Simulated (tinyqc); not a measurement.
# Implanted layer, carriers, mobility and sheet resistance, step by step

Computed by the program tinyqc: `OMP_NUM_THREADS=1 python tinyqc.py 2110053 2110054 out.jsonl`, one thread of a shared Intel Xeon 2.30GHz, about 0.01 s for the whole run. Printed values are rounded.

An n-type layer from the surface x = 0 to the junction xj, N(x) = N0 exp(-(x - Rp)^2/(2 sg^2)). Local neutrality (no depletion at surface or junction, no spilling of carriers), intrinsic carriers neglected, full ionisation of active dopants.

Values chosen for this exercise; values close to those of nitrogen in 4H silicon carbide over a p-type background:

| symbol | value | unit | meaning |
|---|---|---|---|
| T | 400 | K | temperature |
| Nb | 3.2e15 | cm^-3 | background doping of the opposite type |
| N0 | 8.5e18 | cm^-3 | peak chemical concentration |
| m1 | 38.8 | cm^2/(V s) | mobility limit at high doping |
| m2 | 951 | cm^2/(V s) | mobility limit at low doping, at 300 K |
| Nr | 1.94e17 | cm^-3 | reference doping of the mobility law |
| am | 0.598 |  | exponent of the mobility law |
| bt | 2.1 |  | temperature exponent of m2 |
| Ns | 5.16e19 | cm^-3 | solubility limit of active dopant |
| sg | 85 | nm | straggle after annealing |
| Rp | 100 | nm | projected range |

Constants: q = 1.602176634e-19 C. Results are converted to the units shown.

## Junction depth and local values

xj = Rp + sg sqrt(2 ln(N0/Nb)); 10 equal steps from 0 to xj. Active dopant A = min(N, Ns); n = A - Nb; mobility mu = m1 + (m2 (T/300 K)^(-bt) - m1)/(1 + ((A + Nb)/Nr)^am).

xj = 437.5404 nm

```
point    x (nm)    N (cm^-3)    A (cm^-3)  n (1e18 cm^-3)  mu (cm^2/(V s))
0        0.0000  4.254702e18  4.254702e18        4.251502         104.3185
1       43.7540  6.828680e18  6.828680e18        6.825480         89.89623
2       87.5081  8.408701e18  8.408701e18        8.405501         84.48656
3      131.2621  7.944117e18  7.944117e18        7.940917         85.91075
4      175.0161  5.758202e18  5.758202e18        5.755002         94.74048
5      218.7702  3.202231e18  3.202231e18        3.199031         114.5340
6      262.5242  1.366291e18  1.366291e18        1.363091         152.8332
7      306.2782  4.472578e17  4.472578e17        0.444058         219.9601
8      350.0323  1.123304e17  1.123304e17        0.109130         316.2582
9      393.7863  2.164519e16  2.164519e16        0.018445         410.8979
10     437.5404       3.2e15       3.2e15        0.000000         464.4297
```

The mobility runs from 84.5 to 464 cm^2/(V s).

## Sheet quantities by the trapezoid rule

Dose = integral of N, carrier sheet density = integral of n, 1/Rs = q integral of n mu, mean mobility 1/(q Rs sheet density), Hall mobility (unit Hall factor) = integral of n mu^2 over integral of n mu, Hall sheet density = (integral of n mu)^2/integral of n mu^2; all from 0 to xj.

dose = 1.5847e14 cm^-2
carrier sheet density = 1.5833e14 cm^-2
Rs = 409.04 ohm/square
mean mobility = 96.374 cm^2/(V s)
Hall mobility = 102.62 cm^2/(V s)
Hall sheet density = 1.4870e14 cm^-2

Carriers make up 99.9 % of the dose. A Hall measurement weights the mobile tail, so its sheet density is 6.1 % below the true one. With 4000 steps Rs = 407.2 ohm/square; the coarse value is 0.44 % above it.
